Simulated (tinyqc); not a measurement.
Worked calculation: power iteration on a symmetric matrix. Computed by tinyqc, a small Python program that keeps every step. Settings: method = power, shift = 1.67. Command: `OMP_NUM_THREADS=1 python tinyqc.py 28764 28765 out.jsonl` (the two numbers bound the seeds that draw the settings). One thread of a shared host (Intel(R) Xeon(R) Processor @ 2.60GHz), about 0.01 s of CPU time with the checks.

## Step 1

A:
```
[[0.116000, 0.320000, -0.961000, 0.905000, -0.159000],
 [0.320000, 0.919000, -0.417000, 0.881000, 0.189000],
 [-0.961000, -0.417000, 0.958000, 0.458000, -0.453000],
 [0.905000, 0.881000, 0.458000, 1.119000, -0.993000],
 [-0.159000, 0.189000, -0.453000, -0.993000, 1.180000]]
```

vector v at the start: [0.447214, 0.447214, 0.447214, 0.447214, 0.447214]

shift = 1.670000

w = (A - shift) v; v' = w/|w| with its largest component positive (the first on a tie); lambda = v'^T A v'.

vector after step 1: [0.444660, -0.068126, 0.639831, -0.214811, 0.584901]

Rayleigh quotient after step 1 = -0.115442

## Step 2

As before.

vector after step 2: [0.774893, 0.072955, 0.584289, -0.083001, 0.214327]

Rayleigh quotient after step 2 = -0.702600

## Step 3

As before.

vector after step 3: [0.749580, 0.033638, 0.536908, -0.350620, 0.160602]

Rayleigh quotient after step 3 = -0.933516

## Course of the iteration

Stop when the residual |A v - lambda v| is below 1e-9.

Steps:
```
step       lambda  residual
1     -0.11544198  1.08e+00
2     -0.70260031  6.87e-01
3     -0.93351593  4.02e-01
4     -1.02107070  2.47e-01
5     -1.05635023  1.56e-01
6     -1.07084539  1.00e-01
7     -1.07679783  6.39e-02
8     -1.07923382  4.09e-02
9     -1.08022836  2.61e-02
10    -1.08063389  1.67e-02
11    -1.08079915  1.06e-02
12    -1.08086648  6.79e-03
13    -1.08089391  4.33e-03
14    -1.08090508  2.76e-03
15    -1.08090963  1.76e-03
16    -1.08091148  1.13e-03
17    -1.08091224  7.19e-04
18    -1.08091254  4.59e-04
19    -1.08091267  2.93e-04
20    -1.08091272  1.87e-04
21    -1.08091274  1.19e-04
22    -1.08091275  7.61e-05
23    -1.08091275  4.86e-05
24    -1.08091275  3.10e-05
25    -1.08091275  1.98e-05
26    -1.08091275  1.26e-05
27    -1.08091276  8.06e-06
28    -1.08091276  5.14e-06
29    -1.08091276  3.28e-06
30    -1.08091276  2.09e-06
```

all eigenvalues, for comparison: [-1.080913, -0.085679, 0.778200, 2.023938, 2.656454]

Not converged in 30 steps: the residual falls only by the ratio of the two largest distances of eigenvalues from the shift, 0.64 a step.
